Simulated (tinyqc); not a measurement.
Inside a calculation. Model: an infinitely deep well in a field (quantum-confined Stark shift), Airy functions.

Computed by the program tinyqc: `OMP_NUM_THREADS=1 python tinyqc.py 2580116 2580117 out.jsonl`, one thread of a shared Intel Xeon 2.30GHz, about 0.03 s for the whole run. Printed values are rounded.

Hard walls at x = -L/2 and +L/2; between them U(x) = -F x (eV, zero at the centre). C = hbar^2/(2 m0), e = (C F^2/m1)^(1/3), z1 = (F L/2 - E)/e at the left wall and z2 = (-F L/2 - E)/e at the right wall. Levels are the roots of D(E) = Ai(z1) Bi(z2) - Ai(z2) Bi(z1).

Inputs (values chosen for the exercise):
```
symbol,value,unit,meaning
m1,0.2,m0,mass
L,10.9,nm,well width
F,0.0032,V/nm,field
n,2,,level sought
```

Constants: q = 1.602176634e-19 C, hbar = 1.054571817e-34 J s, m0 = 9.1093837015e-31 kg, hbar^2/(2 m0) = 0.0380998212 eV nm^2. Results are converted to the units shown.

## Level without field and second-order shift

E_n(0) = C (n pi/L)^2/m1; second-order shift m1 F^2 L^4 (1 - 15/(pi n)^2)/(48 C pi^2 n^2).

E_n(0) = 0.0632994 eV
second-order shift = 0.248277 meV
F L/E_1(0) = 2.20413

## Step 1: secant step for the level

first trial energy = 0.0633 eV
second trial energy = 0.0625 eV

Secant step from the last two trial energies, E_a the older and E_b the newer: next = E_b - D(E_b) (E_b - E_a)/(D(E_b) - D(E_a)).

D(E_a) = 0.00171954
D(E_b) = 0.00751916
third trial energy = 0.0635372 eV

## Step 2: secant step for the level

As before.

D(E_a) = 0.00751916
D(E_b) = 2.11085e-5
fourth trial energy = 0.0635401 eV

## Course of the secant iteration

Stop when E changes by less than 1e-10 eV and the root is level n (n - 1 nodes between the walls). E_a and E_b start as the two trial energies.

Course of the iteration:
```
step,E (eV),change (eV)
1,0.0635372,1.04e-3
2,0.0635401,2.92e-6
3,0.0635401,3.67e-8
4,0.0635401,1.34e-12
```

Converged in 4 steps to level 2.

## Stark shift

Exact shift E_n(F) - E_n(0), and the mean position <x> = -dE_n/dF. E_n(0) = C (n pi/L)^2/m1; second-order shift m1 F^2 L^4 (1 - 15/(pi n)^2)/(48 C pi^2 n^2).

E_n = 0.0635401 eV
shift = 0.240736 meV
<x> = -0.14586 nm

The second-order estimate is 3.1 % above the exact shift in size.
